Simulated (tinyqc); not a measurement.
Electron continuity equation in a given potential, Scharfetter-Gummel discretisation: three discretisations compared.

Steady state in one dimension: J = q mu n E + q D dn/dx with E = -dpsi/dx and D = mu Vt, dJ/dx = 0, fixed densities nL and nR at the ends. The potential is given, psi = 0 for x < L/2 and U (2 x/L - 1) beyond, and is not changed by the electrons.

8 equal intervals. Fluxes J_i = (q D/h)(n_(i+1) P_i - n_i Q_i), d_i = (psi_(i+1) - psi_i)/Vt: Scharfetter-Gummel P = B(d), Q = B(-d), B(d) = d/(exp(d) - 1); central P = 1 - d/2, Q = 1 + d/2; upwind P = 1 + max(-d, 0), Q = 1 + max(d, 0). Balance at each inner node: J_i - J_(i-1) = 0. The reference is Scharfetter-Gummel on 1600 intervals.

Inputs (values chosen for the exercise); mobility close to that of gallium phosphide at room temperature:
```
symbol   value        unit                               meaning
T          250           K                           temperature
mu         248  cm^2/(V s)                     electron mobility
L          1.8          um                  length of the region
nL      2.3e13       cm^-3                      density at x = 0
nR      2.8e14       cm^-3                      density at x = L
U       -0.075           V  potential difference psi(L) - psi(0)
```

Constants: q = 1.602176634e-19 C, kB = 1.380649e-23 J/K, Vt = kB T/q. Results are converted to the units shown.

Densities (cm^-3):

| node | Scharfetter-Gummel | central | upwind | reference |
|---|---|---|---|---|
| 0 | 2.300e13 | 2.300e13 | 2.300e13 | 2.300e13 |
| 1 | 2.488e14 | 2.525e14 | 2.243e14 | 2.488e14 |
| 2 | 4.747e14 | 4.821e14 | 4.255e14 | 4.747e14 |
| 3 | 7.005e14 | 7.116e14 | 6.268e14 | 7.005e14 |
| 4 | 9.264e14 | 9.412e14 | 8.280e14 | 9.264e14 |
| 5 | 5.388e14 | 5.304e14 | 5.503e14 | 5.388e14 |
| 6 | 3.765e14 | 3.687e14 | 4.018e14 | 3.765e14 |
| 7 | 3.085e14 | 3.050e14 | 3.224e14 | 3.085e14 |
| 8 | 2.800e14 | 2.800e14 | 2.800e14 | 2.800e14 |

What does the table show?

Largest errors as a share of the largest reference density listed: Scharfetter-Gummel under 1e-7 %, central 1.6 %, upwind 11 %. The largest |d| is 0.870. Upwinding stays positive but acts as if D were larger by the factor 1 + |d|/2, up to 1.44 here.

Computed by the program tinyqc: `OMP_NUM_THREADS=1 python tinyqc.py 2220135 2220136 out.jsonl`, one thread of a shared Intel Xeon 2.30GHz, about 0.01 s for the whole run.
